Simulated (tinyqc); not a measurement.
## Inverter chain driving a load

N inverters, each f = Hc^(1/N) times larger than the one before: delay tau N (f + pp). Switched capacitance in units of the first input, with output capacitance pp times the input: Hc + (1 + pp)(Hc - 1)/(f - 1).

Inputs (values chosen for the exercise):
- Hc = 1500 (load over the input capacitance of the chain)
- pp = 1.5 (parasitic delay of an inverter)
- tau = 5.4 ps (delay unit)

Result of one run:

| N | f | delay (ps) | switched capacitance |
|---|---|---|---|
| 5 | 4.3174 | 157.07 | 2629.7 |

What becomes of these results when the number of stages N is changed from 5 to 4, all else the same?

Result of the changed run:

| N | f | delay (ps) | switched capacitance |
|---|---|---|---|
| 4 | 6.2233 | 166.82 | 2217.5 |

The whole series:

| N | f | delay (ps) | switched capacitance |
|---|---|---|---|
| 2 | 38.730 | 434.48 | 1599.3 |
| 3 | 11.447 | 209.74 | 1858.7 |
| 4 | 6.2233 | 166.82 | 2217.5 |
| 5 | 4.3174 | 157.07 | 2629.7 |
| 6 | 3.3834 | 158.22 | 3072.4 |
| 7 | 2.8427 | 164.15 | 3533.7 |
| 8 | 2.4947 | 172.57 | 4007.3 |
| 9 | 2.2537 | 182.43 | 4489.1 |

The delay goes from 434 through a minimum of 157 (at N = 5 among the rows listed) to 182 ps. The best stage effort solves pp + rho (1 - ln rho) = 0, rho = 3.97, which gives N = ln Hc/ln rho = 5.31. One stage fewer than the best costs 6.2 % in delay and saves 16 % of the switched capacitance.

tinyqc, about 0.01 s, one thread, Intel Xeon 2.30GHz (shared host): `OMP_NUM_THREADS=1 python tinyqc.py 2082147 2082148 out.jsonl`
